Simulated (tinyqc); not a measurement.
# Square on-chip spiral inductor, lumped pi model: what changes with what

Outer diameter do = di + 2 n wd + 2 (n - 1) sp, mean da = (do + di)/2, fill p = (do - di)/(do + di), length l = 4 n da. L = 2.34 mu0 n^2 da/(1 + 2.75 p), mu0 = 4 pi 1e-7 H/m. Rs = rho l/(wd delta (1 - exp(-th/delta))), delta = sqrt(rho/(pi f mu0)). Cs = n wd^2 eps0 eo/hu across the coil. At each end Cox = l wd eps0 eo/(2 ho) leads to the substrate branch Rsi = 2 rs he/(l wd) in parallel with Csi = l wd eps0 11.7/(2 he). With one end grounded Y = 1/(Rs + i w L) + i w Cs + 1/[1/(i w Cox) + 1/(1/Rsi + i w Csi)], w = 2 pi f; Q = -Im Y/Re Y. Eddy currents in neighbouring turns and in the substrate are left out.

Parameters, values chosen for the exercise; values of the order met in silicon radio-frequency processes:
- n = 6.5 (number of turns)
- wd = 6 um (line width)
- sp = 1.5 um (space between turns)
- di = 40 um (inner diameter)
- th = 4 um (metal thickness)
- rho = 2.2 uohm cm (metal resistivity)
- ho = 3.1 um (oxide below the coil)
- hu = 1.4 um (oxide between coil and underpass)
- eo = 4.1 (relative permittivity of the oxide)
- rs = 10 ohm cm (substrate resistivity)
- he = 50 um (effective spreading depth in the substrate)
- f = 2.2 GHz (frequency)

Constants: eps0 = 8.8541878128e-12 F/m. Results are converted to the units shown.

Each table varies one quantity; the others keep the values above.

## Quality factor against frequency

Apparent inductance Im(1/Y)/w; share of the loss Re(substrate branch)/Re Y.

Results:
```
f (GHz)	Rs (ohm)	w L/Rs	Q	apparent inductance (nH)	loss in the substrate (%)
0.29	3.171	2.503	2.498	4.359	0.03511
0.47	3.516	3.657	3.638	4.366	0.1971
0.77	3.995	5.273	5.171	4.385	1.119
1.3	4.698	7.571	6.964	4.432	6.084
2.1	5.585	10.29	7.787	4.515	20.97
5.5	8.422	17.87	4.685	4.898	69.26
9	10.64	23.15	2.549	5.481	84.04
15	13.67	30.03	0.5621	4.354	92.21
```

Estimate the missing row, f = 3.4 GHz.

Computed row:
```
f (GHz)	Rs (ohm)	w L/Rs	Q	apparent inductance (nH)	loss in the substrate (%)
3.4	6.796	13.69	6.777	4.651	46.26
```

With this row back in the table: Q goes from 2.50 through a maximum of 7.79 (at f = 2.1 GHz among the rows listed) to 0.562; the exact peak is 7.79 at 2.08 GHz and Q reaches zero at the self-resonance, 17.4 GHz. The share of the substrate rises from 0.0351 to 92.2 %, and the apparent inductance ends at 1.00 times L. At the peak the substrate takes 20.5 % of the loss. For f = 15 the coil is longer than 0.15 of a wavelength in the oxide, where one lumped section is rough.

## Effect of the oxide below the coil

Same model as above.

Peak Q and its frequency from a search over f; self-resonance where Im Y = 0; Q at the given f (negative beyond resonance).

The same in every row: L (nH) = 4.355; do (um) = 134.5.

Results:
```
ho (um)	peak Q	f of the peak (GHz)	self-resonance (GHz)	Q at f
1	6.154	1.738	17.06	6.024
2	6.979	1.852	17.20	6.878
3	7.720	2.058	17.37	7.700
5	8.896	2.478	17.77	8.820
10	10.88	3.370	18.88	9.860
15	12.24	4.099	19.91	10.16
```

Estimate the missing row, ho = 7 um.

Computed row:
```
ho (um)	peak Q	f of the peak (GHz)	self-resonance (GHz)	Q at f
7	9.808	2.861	18.21	9.416
```

With this row back in the table: As ho goes from 1 to 15, L stays at 4.35 nH, the peak Q rises from 6.15 to 12.2, its frequency rises from 1.74 to 4.10 GHz and the self-resonance rises from 17.1 to 19.9 GHz.

tinyqc, about 0.01 s, one thread, Intel Xeon 2.30GHz (shared host): `OMP_NUM_THREADS=1 python tinyqc.py 2302032 2302033 out.jsonl`
